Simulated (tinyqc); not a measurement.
Nuclear against electronic stopping over energy: ion implantation: universal nuclear stopping, Lindhard-Scharff electronic stopping and a Gaussian range profile. Computed by tinyqc, a small Python program. Command: `OMP_NUM_THREADS=1 python tinyqc.py 3010477 3010478 out.jsonl implant walk`. One thread of a shared host (Intel(R) Xeon(R) Processor @ 2.30GHz), about 0.05 s of CPU time with the checks.

An ion slows by elastic collisions with screened nuclei and by friction with electrons; channelling is ignored and the target is uniform.

Inputs (values chosen for the exercise, modelled on oxygen ions in diamond):
```
quantity,value,unit
ion atomic number Z1,8,-
ion mass M1,16,u
target atomic number Z2,6,-
target mass M2,12.01,u
target density N,176.3,1/nm^3
scale factor of electronic stopping k,0.96,-
```

Method:
- Reduced energy eps = 32.53 M2 E/(Z1 Z2 (M1 + M2)(Z1^0.23 + Z2^0.23)), E in keV; s_n = ln(1 + 1.1383 eps)/(2 (eps + 0.01321 eps^0.21226 + 0.19593 eps^0.5)) for eps up to 30 and ln(eps)/(2 eps) above; S_n = 8.462 Z1 Z2 M1 s_n/((M1 + M2)(Z1^0.23 + Z2^0.23)) in 1e-15 eV cm^2.
- S_e = k 3.83 Z1^(7/6) Z2/(Z1^(2/3) + Z2^(2/3))^(3/2) sqrt(E/M1) in 1e-15 eV cm^2, E in keV.
- Path length R = int_0^E dE'/(N (S_n + S_e)); energy lost to nuclei nu = int_0^E S_n/(S_n + S_e) dE' (both with E' = E y^3 and 64 Gauss-Legendre points in y).

Stopping (1e-15 eV cm^2) and range:
```
E (keV),eps,S_n,S_e,R (nm),nu/E
1,9.3038e-02,23.255,3.162,3.31,0.90116
2,1.8608e-01,25.500,4.472,5.31,0.88303
5,4.6519e-01,25.874,7.071,10.65,0.84301
10,9.3038e-01,23.691,10.000,19.13,0.79274
20,1.8608e+00,19.710,14.142,35.92,0.71593
50,4.6519e+00,13.418,22.361,85.04,0.56558
100,9.3038e+00,9.172,31.624,159.32,0.42718
200,1.8608e+01,5.910,44.722,283.61,0.29384
500,4.6519e+01,3.066,70.712,557.54,0.15842
```

Nuclear stopping peaks near 5 keV among these rows (eps = 0.47; the universal curve peaks near 0.3). Electronic stopping overtakes it between 20 and 50 keV. The path length grows as E^0.68 at the low end and E^0.74 at the high end; constant stopping would give E^1, and stopping that rises with E, be it nuclear (below its peak) or electronic, gives a lower exponent.

Extremes, crossings and ranges named in words are read from the listed rows.
